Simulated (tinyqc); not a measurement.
# Floating body of a partially depleted SOI transistor: body voltage and kink: two studies

Source at 0 V. Channel current Ic = 2 nf K Vt^2 [F(0) - F(Vd)](1 + la Vd), F(V) = ln^2(1 + exp((Vg - VT - nf V)/(2 nf Vt))), VT = VT0 - gb Vb. Saturation voltage Vs = 2 Vt sqrt(F(0)) + 3 Vt, excess Ve = (Vd - Vs + sqrt((Vd - Vs)^2 + 0.0004 V^2))/2, multiplication M1 = Ai Ve exp(-Bl/Ve). Each junction passes D(v) = J1 (exp(v/Vt) - 1) + J2 (exp(v/(2 Vt)) - 1). Bipolar current Ib = bb J1 (exp(Vb/Vt) - 1). The body settles where M1 (Ic + Ib) = D(Vb) + D(Vb - Vd) + Vb/Rb; drain current Id = (1 + M1)(Ic + Ib) - D(Vb - Vd).

Parameters, values chosen for the exercise; values of the order met in partially depleted silicon-on-insulator transistors: temperature T = 358 K; threshold at zero body voltage VT0 = 0.32 V; fall of the threshold per volt of body voltage gb = 0.32; slope factor nf = 1.38; gain factor per width K = 510 uA/(V^2 um); channel-length modulation factor la = 0.07 1/V; impact-ionisation prefactor Ai = 3.02 1/V; impact-ionisation voltage Bl = 7 V; diffusion saturation current of each junction J1 = 2.3e-11 uA/um; recombination saturation current of each junction J2 = 2.5e-7 uA/um; gain of the lateral bipolar transistor on the diffusion current bb = 0.5; resistance of a weak body tie to the source (1e9 stands for no tie, and the term is then dropped) Rb = 1e9 kohm um; gate voltage Vg = 0.26 V; drain voltage Vd = 1.8 V.

Constants: q = 1.602176634e-19 C, kB = 1.380649e-23 J/K, Vt = kB T/q. Results are converted to the units shown.

Each table varies one quantity; the others keep the values above.

## Output curve and kink

Rows with more than one solution for Vb (latch) are left out; dId/dVd by a forward difference over 1e-4 V, swing = 1e-4 V over the change of log10 Id; M1 under 1e-12 is printed as 0.

Output curve and kink:
```
Vd (V)  Vb (V)        M1  Id, floating (uA/um)  Id, grounded (uA/um)  ratio  dId/dVd, floating (uS/um)  dId/dVd, grounded (uS/um)
0.8     0.3312  3.836e-5                 1.413                0.2282  6.190                      8.548                    0.01540
1       0.5151  4.625e-4                 3.173                0.2315  13.71                      7.961                    0.01739
1.2     0.6056  0.002731                 4.515                0.2354  19.18                      5.716                    0.02343
1.4     0.6591  0.009933                 5.552                0.2412  23.02                      4.825                    0.03512
1.6     0.6964   0.02624                 6.502                0.2499  26.02                      4.788                    0.05271
1.8     0.7247   0.05591                 7.512                0.2626  28.60                      5.428                    0.07552
2       0.7474    0.1026                 8.717                0.2804  31.09                      6.731                     0.1025
2.2     0.7665    0.1690                 10.25                0.3038  33.75                      8.784                     0.1324
```

What does the comparison show?

Vb rises from 0.331 to 0.767 V and the ratio of the currents rises from 6.19 to 33.8. The output conductance with a floating body exceeds the grounded value by the largest factor among the rows, 555, at Vd = 0.8 V, where Vb = 0.331 V and M1 = 3.84e-5.

## Transfer curve and swing

Same model as above.

Transfer curve and swing:
columns A: Vg (V); B: Vb (V); C: M1; D: Id, floating (uA/um); E: Id, grounded (uA/um); F: ratio; G: swing, floating (mV/decade); H: swing, grounded (mV/decade)
```
A           B        C         D         E      F      G      H
-0.13  0.2959  0.08526  3.830e-4  4.207e-5  9.103  54.61  98.87
-0.03  0.5159  0.08381   0.01928  4.333e-4  44.49  67.72  98.90
0.07   0.6315  0.07859    0.3402  0.004375  77.75  96.38  100.6
0.17   0.6936  0.06789     2.400   0.04104  58.47  148.7  106.1
0.27   0.7272  0.05457     8.308    0.3179  26.13  233.6  121.7
0.37   0.7453  0.04203     18.77     1.710  10.97  341.1  158.1
0.47   0.7548  0.03142     33.54     5.888  5.697  459.3  223.1
0.57   0.7590  0.02284     52.32     14.09  3.713  581.4  313.2
0.67   0.7595  0.01611     74.95     26.60  2.818  704.0  418.5
```

What does the table show?

Vb rises from 0.296 to 0.760 V. The smallest swing among the rows is 54.6 mV a decade with a floating body (at Vg = -0.13 V) and 98.9 with a grounded one; Vt ln 10 = 71.0. The floating swing is smaller by more than 3 % for Vg = -0.13, -0.03, 0.07 V, where the rising Vb lowers the threshold as Vg rises. In the first row the floating body raises the current by a factor of 9.10.

Range of the model: The multiplication law is an empirical form chosen for the exercise; self-heating and capacitive coupling to the body are left out, and the linear laws are rough once Vb passes about 0.7 V or M1 about 0.1.

Program tinyqc, `OMP_NUM_THREADS=1 python tinyqc.py 2182197 2182198 out.jsonl`; Intel Xeon 2.30GHz, shared host, one thread, about 0.2 s.
